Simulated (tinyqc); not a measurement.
What each parameter does: cylindrical quantum wire.

A cylinder of radius R, isotropic masses, c = hbar^2/2m0, k = sqrt(mw E/c), kappa = sqrt(mb (V0 - E)/c). State (n, m) is J_m(k r) inside and K_m(kappa r) outside; psi and psi'/m are continuous: (k/mw) J_m'(kR)/J_m(kR) = (kappa/mb) K_m'(kappa R)/K_m(kappa R).

Constants: hbar^2/2m0 = 3.80998211 eV angstrom^2.

Parameters, chosen for this exercise (near those of an InGaAs wire in InP; the results hold for these values, not for the real material): R = 69 angstrom (radius); V0 = 0.244 eV (barrier height); mw = 0.0416 m0 (mass inside); mb = 0.0774 m0 (mass outside).

The lowest level (1,0) and its distance to V0.

Results for these values:
```
case  E (eV)  V0 - E (eV)     k R
base  0.0565       0.1875  1.7142
```

What happens to each result for mb = 0.0968 m0, all else kept?

Answer: E falls from 0.0565 to 0.0531; V0 - E rises from 0.1875 to 0.1909; k R falls from 1.7142 to 1.6607.

The same for each parameter in turn:
```
case             E (eV)  V0 - E (eV)     k R
base             0.0565       0.1875  1.7142
R = 76 angstrom  0.0492       0.1948  1.7622
V0 = 0.207 eV    0.0538       0.1532  1.6717
mw = 0.0374 m0   0.0591       0.1849  1.6613
mb = 0.0968 m0   0.0531       0.1909  1.6607
```

tinyqc: `OMP_NUM_THREADS=1 python tinyqc.py 1252173 1252174 out.jsonl`; about 0.03 s, one thread, shared Intel(R) Xeon(R) Processor @ 2.30GHz.
